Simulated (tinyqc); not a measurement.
Surface potential of a MOS transistor: implicit equation and explicit approximations: two steps of the calculation.

p-type body, charge-sheet picture, depletion and inversion only, full ionisation (an idealisation for deep acceptors), Boltzmann statistics (rough once Na exp(x - xn) passes about Nc/7). In units of Vt: xg = (Vg - Vfb)/Vt, x = psi/Vt, G = gamma/sqrt(Vt), xn = (2 phiF + Vc)/Vt. The implicit equation is (xg - x)^2 = G^2 [x - 1 + exp(x - xn)] for x above about 3. Cox = eps0 eox/tox.

Values chosen for this exercise; band and dielectric values close to those of silicon:
- T = 350 K (temperature)
- eox = 7.59 (relative permittivity of the gate insulator (close to silicon nitride))
- tox = 7 nm (insulator thickness)
- Vc = 0.5 V (channel-body voltage)

Constants: q = 1.602176634e-19 C, kB = 1.380649e-23 J/K, Vt = kB T/q, eps0 = 8.8541878128e-14 F/cm where lengths are in cm. Results are converted to the units shown.

Problem 1. Explicit approximation. Depletion value a = 1 + [sqrt(G^2/4 + xg - 1) - G/2]^2; inversion value b = xn + ln[(xg - xn)^2/G^2 - xn + 1] and first guess y = min(a, b) - ln(1 + exp(-|a - b|)) if a > xn + 1, else b = y = a; one second-order correction with D = exp(y - xn), p = 2 (xg - y) + G^2 (1 + D), w = (xg - y)^2 - G^2 (y - 1 + D): z = y + 2 w/(p + sqrt(p^2 - 2 (2 - G^2 D) w)), or the Newton step z = y + w/p where the root is not real.

G = 2.3019663
xn = 45.337905
xg = 59.348821

Give: a; b; y; p; w; z.

Solution 1.

a = 44.216
b = 44.216
y = 44.216
p = 37.290
w = -1.7256
z = 44.170

The root of the implicit equation is x = 44.1697; y misses it by 0.046 and z by -7.5e-7, in units of Vt.

Problem 2. Potential, charges and gate control. psi = Vt x; N_dep = Cox Vt G sqrt(x - 1)/q; N_inv = (Cox Vt G/q) [sqrt(x - 1 + exp(x - xn)) - sqrt(x - 1)]; dpsi/dVg = 1/[1 + G^2 (1 + exp(x - xn))/(2 (xg - x))].

converged x = 44.169694
G = 2.3019663
xn = 45.337905
xg = 59.348821

Find: psi; N_dep; N_inv; dpsi/dVg.

Solution 2.

psi = 1.3322 V
N_dep = 2.7335e12 cm^-2
N_inv = 9.8260e9 cm^-2
dpsi/dVg = 0.81379

psi lies 1.2 Vt below 2 phiF + Vc.

Program tinyqc, `OMP_NUM_THREADS=1 python tinyqc.py 2122182 2122183 out.jsonl`; Intel Xeon 2.30GHz, shared host, one thread, about 0.01 s.
